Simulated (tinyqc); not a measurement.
Trap-assisted generation and recombination current of an abrupt junction. Changing the reverse bias V_r. Computed by tinyqc, a small Python program. Command: `OMP_NUM_THREADS=1 python tinyqc.py 3000174 3000175 out.jsonl junctionleak sweep`. One thread of a shared host (Intel(R) Xeon(R) Processor @ 2.30GHz), about 0.03 s of CPU time with the checks.

Depletion approximation, flat quasi-Fermi levels across the depleted layer, long neutral regions with minority lifetimes tau_n and tau_p, full ionisation and Boltzmann statistics. Voltages in exponents stand for e V.

Inputs (values chosen for the exercise, for a model semiconductor):
```
quantity,value,unit
gap E_g,1.52,eV
electron mass m_e,0.0707,m_0
valleys M_c,1,-
hole mass m_h,0.518,m_0
dielectric constant eps,12,-
acceptor density N_A,3.3e+16,cm^-3
donor density N_D,1.1e+17,cm^-3
capture time tau_n,1.6e-06,s
capture time tau_p,2.9e-05,s
trap level E_t - E_i,0.074,eV
electron diffusion coefficient D_n,19,cm^2/s
hole diffusion coefficient D_p,9,cm^2/s
temperature T,250,K
tunnelling mass m_t,0.24,m_0
```

Field enhancement: Hurkx tunnelling factor.

Constants: k_B = 8.617333262e-05 eV/K; m_0 = 9.1093837015e-31 kg; k_B = 1.380649e-23 J/K; h = 6.62607015e-34 J s; e = 1.602176634e-19 C; eps_0 = 8.8541878128e-12 F/m; hbar = 1.054571817e-34 J s.

Method:
- N_c = 2 M_c (2 pi m_e k_B T/h^2)^(3/2) and N_v = 2 (2 pi m_h k_B T/h^2)^(3/2), masses in units of m_0.
- n_i = sqrt(N_c N_v) exp(-E_g/2 k_B T); V_bi = (k_B T/e) ln(N_A N_D/n_i^2); diffusion saturation current J_d0 = e n_i^2 [sqrt(D_n/tau_n)/N_A + sqrt(D_p/tau_p)/N_D].
- W = sqrt(2 eps eps_0 (V_bi - V)(1/N_A + 1/N_D)/e), x_p = W N_D/(N_A + N_D), x_n = W - x_p, peak field F_m = 2 (V_bi - V)/W; reverse bias means V = -V_r.
- Both capture times are divided by 1 + Gamma, Gamma = 2 sqrt(3 pi) (F/F_G) exp((F/F_G)^2), F_G = sqrt(24 m_t (k_B T)^3)/(e hbar) (the low-field Hurkx form), F being the local field, linear in x from 0 at the edges to F_m.
- Potential from the p edge: phi = (V_bi - V) x^2/(x_p W) on the p side and (V_bi - V)[1 - (W - x)^2/(x_n W)] on the n side; p = N_A exp(-phi/k_B T), n = n_i^2 exp(V/k_B T)/p; U = (n p - n_i^2)/[tau_p (n + n_i exp(dE/k_B T)) + tau_n (p + n_i exp(-dE/k_B T))], dE = E_t - E_i, n1 = n_i exp(dE/k_B T), p1 = n_i exp(-dE/k_B T); J_t = e int U dx by the trapezoid rule on 400 intervals on each side.
- Generation lifetime tau_g = tau_p exp(dE/k_B T) + tau_n exp(-dE/k_B T); textbook estimate e n_i W/tau_g; generation current J_g = -J_t; total = J_g + J_d0 (1 - exp(-V_r/k_B T)).

One run for each value:
```
reverse bias V_r (V),generation current (A/cm^2),W (nm),peak field F_m (V/cm),estimate e n_i W/tau_g (A/cm^2),total reverse current (A/cm^2)
0.10,1.5287e-18,278.0,1.0640e+05,3.7774e-18,1.5287e-18
0.20,2.0288e-18,287.2,1.0994e+05,3.9030e-18,2.0288e-18
0.40,2.9923e-18,304.9,1.1669e+05,4.1428e-18,2.9923e-18
0.79,4.8649e-18,336.6,1.2885e+05,4.5745e-18,4.8649e-18
1.60,8.8346e-18,394.5,1.5101e+05,5.3611e-18,8.8346e-18
3.20,1.7249e-17,489.1,1.8723e+05,6.6468e-18,1.7249e-17
6.30,3.6785e-17,633.4,2.4246e+05,8.6076e-18,3.6785e-17
13.00,1.0330e-16,866.8,3.3178e+05,1.1779e-17,1.0330e-16
25.00,4.1243e-16,1174.0,4.4938e+05,1.5954e-17,4.1243e-16
```

Describe and explain the trends.

Over the rows, generation current (A/cm^2) rises from 1.53e-18 to 4.12e-16 (exponent d ln y / d ln x 0.41 between the first rows and 2.1 between the last); W (nm) rises from 278 to 1170 (exponent d ln y / d ln x 0.047 between the first rows and 0.46 between the last); peak field F_m (V/cm) rises from 106000 to 449000 (exponent d ln y / d ln x 0.047 between the first rows and 0.46 between the last). At the high end the exponent of W is 0.46, close to 0.50: W goes as sqrt(V_bi + V_r). The generation current passes e n_i W/tau_g where the field enhancement 1 + Gamma outweighs the dead zones at the edges.

Caution (all rows): one side is doped near or above its effective density of states, so Boltzmann statistics understate V_bi. Caution (all rows): so small a current is far below what can be measured; surface leakage and other defects rule in real diodes.

Extremes, crossings and ranges named in words are read from the listed rows.
